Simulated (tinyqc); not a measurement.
G0W0 on RHF in the 6-311g basis, for H2, spin multiplicity 1, step by step. One step of it, computed by the program tinyqc.

Question. Screening: direct RPA. With D = e_a - e_i and K = (ia|jb): diagonalise D^(1/2) (D + 4K) D^(1/2) = Z w^2 Z^T; X + Y = D^(1/2) Z w^(-1/2), each column of Z with its largest component positive (the first on a tie); E_c = (sum w - tr (D + 2K)) / 2.

orbital energies (hartree): MO1 -0.530830, MO2 0.125999, MO3 0.326547, MO4 0.556389, MO5 2.541921, MO6 2.646858

Two-electron integrals over orbitals (pq|rs), unique and non-zero (hartree):
```
(11|11) 0.573686    (21|21) 0.071502    (22|11) 0.368835    (22|22) 0.315783
(31|11) -0.120750   (31|22) -0.038493   (31|31) 0.054130    (32|21) 0.013923
(32|32) 0.030126    (33|11) 0.356225    (33|22) 0.280906    (33|31) -0.039257
(33|33) 0.281336    (41|21) -0.074323   (41|32) 0.007928    (41|41) 0.096746
(42|11) -0.140176   (42|22) -0.059665   (42|31) 0.048212    (42|33) -0.051685
(42|42) 0.065044    (43|21) 0.049622    (43|32) 0.014336    (43|41) -0.049950
(43|43) 0.041339    (44|11) 0.457751    (44|22) 0.335192    (44|31) -0.080579
(44|33) 0.306814    (44|42) -0.102075   (44|44) 0.397376    (51|21) -0.028714
(51|32) 0.019626    (51|41) 0.054689    (51|43) -0.028586   (51|51) 0.075451
(52|11) -0.029292   (52|22) 0.005863    (52|31) 0.024529    (52|33) -0.005560
(52|42) 0.012096    (52|44) -0.019392   (52|52) 0.029126    (53|21) 0.034095
(53|32) -0.007864   (53|41) -0.048318   (53|43) 0.024111    (53|51) -0.042123
(53|53) 0.031677    (54|11) 0.127473    (54|22) 0.039154    (54|31) -0.057786
(54|33) 0.046046    (54|42) -0.052849   (54|44) 0.089463    (54|52) -0.040976
(54|54) 0.084525    (55|11) 0.600767    (55|22) 0.383102    (55|31) -0.141198
(55|33) 0.361747    (55|42) -0.159218   (55|44) 0.492505    (55|52) -0.062524
(55|54) 0.186369    (55|55) 0.726955    (61|11) -0.063021   (61|22) -0.018027
(61|31) 0.038854    (61|33) -0.018876   (61|42) 0.031629    (61|44) -0.054100
(61|52) 0.038302    (61|54) -0.067800   (61|55) -0.133385   (61|61) 0.071023
(62|21) -0.011585   (62|32) 0.007194    (62|41) 0.022340    (62|43) -0.014532
(62|51) 0.036367    (62|53) -0.017765   (62|62) 0.019931    (63|11) 0.089202
(63|22) 0.037944    (63|31) -0.035056   (63|33) 0.032660    (63|42) -0.037556
(63|44) 0.066512    (63|52) -0.019003   (63|54) 0.048545    (63|55) 0.125898
(63|61) -0.038761   (63|63) 0.032573    (64|21) 0.028424    (64|32) -0.019285
(64|41) -0.051723   (64|43) 0.023178    (64|51) -0.062783   (64|53) 0.037728
(64|62) -0.030714   (64|64) 0.057805    (65|21) 0.112839    (65|32) -0.007895
(65|41) -0.145332   (65|43) 0.084905    (65|51) -0.121841   (65|53) 0.090541
(65|62) -0.056394   (65|64) 0.109995    (65|65) 0.287581    (66|11) 0.597284
(66|22) 0.373795    (66|31) -0.136788   (66|33) 0.361495    (66|42) -0.156213
(66|44) 0.483496    (66|52) -0.060590   (66|54) 0.179416    (66|55) 0.705329
(66|61) -0.118235   (66|63) 0.118719    (66|66) 0.696523
```

Give: D^(1/2) (D + 4K) D^(1/2); excitation energies w; X + Y; RPA correlation energy.

Answer.

D^(1/2) (D + 4K) D^(1/2) (hartree^2):
```
         1>2     1>3      1>4      1>5      1>6
1>2   0.6193  0.0000  -0.2512  -0.1632   0.0000
1>3   0.0000  0.9207   0.0000   0.0000   0.2565
1>4  -0.2512  0.0000   1.6028   0.3998   0.0000
1>5  -0.1632  0.0000   0.3998  10.3692   0.0000
1>6   0.0000  0.2565   0.0000   0.0000  11.0005
```

excitation energies w (hartree): 0.7473  0.9561  1.2815  3.2234  3.3177

X + Y:
```
          1        2        3        4       5
1>2  0.9121   0.0000  -0.1653  -0.0081  0.0000
1>3  0.0000   0.9466   0.0000   0.0000  0.0129
1>4  0.2792   0.0000   0.8951   0.0267  0.0000
1>5  0.0137   0.0000  -0.0756   0.9752  0.0000
1>6  0.0000  -0.0464   0.0000   0.0000  0.9784
```

RPA correlation energy = -0.031760 hartree
